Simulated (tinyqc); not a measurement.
# Worked calculation: voltage acceleration of oxide breakdown, four models on the same data

tinyqc, about 0.01 s, one thread, Intel Xeon 2.30GHz (shared host): `OMP_NUM_THREADS=1 python tinyqc.py 2070172 2070173 out.jsonl` Printed values are rounded.

Field E = V/tox in MV/cm. Models: ln(t63/1 s) = a - c X with X = E (E model), -1/E (1/E model), ln V (power law, c the exponent n) or sqrt(E).

Parameters, values chosen for the exercise:
- tox = 5.5 nm (oxide thickness)
- Vu = 2.4 V (use voltage)
- Ts = 373 K (stress temperature)
- Tu = 328 K (use temperature)
- Ea = 0.74 eV (activation energy)
- ks = 5.3e-6 (factor for area and percentile)

Constants: q = 1.602176634e-19 C, kB = 1.380649e-23 J/K. Results are converted to the units shown.

Range of the model: All four laws are empirical fits; none is established far below the stress range.

## Fitting the models

```
stress  V (V)  t63 (s)
0        3.92  3.805e6
1        4.89     1300
2         5.5    18.66
```

The three stress times were made with the power model, c = 36.1, and are treated as data. For each model fit ln t63 on X by least squares over the three points.

```
model         c         a  largest misfit in ln t63 (0: below 0.002)
E       4.28044   45.5392                                   0.312075
1/E     300.549  -26.9265                                   0.292547
power   36.0998   64.4675                                   0.000000
sqrt E  24.9026   81.5777                                   0.153991
```

The worst misfit of any model is 0.31 in ln t63, a factor of 1.37 in time, comparable to the scatter of t63 from small samples, so such data hardly tell the models apart.

## Projection to use conditions

Project to Vu, multiply by exp[(Ea q/kB)(1/Tu - 1/Ts)] and by ks; ten years are 3.15576e8 s. The largest voltage for ten years solves the same relation for V.

temperature factor = 23.5366

```
model   lifetime (years)  largest voltage for ten years (V)
E                1.83008                            2.18179
1/E            6.53561e6                            2.97918
power            740.011                            2.70390
sqrt E           27.1486                            2.49304
```

The lifetimes span 6.55 decades, from the E model (most cautious) to the 1/E model; the allowed voltage spans 2.18 to 2.98 V. 3 of the four models pass ten years at Vu. Lifetimes beyond a thousand years are formal extrapolations.
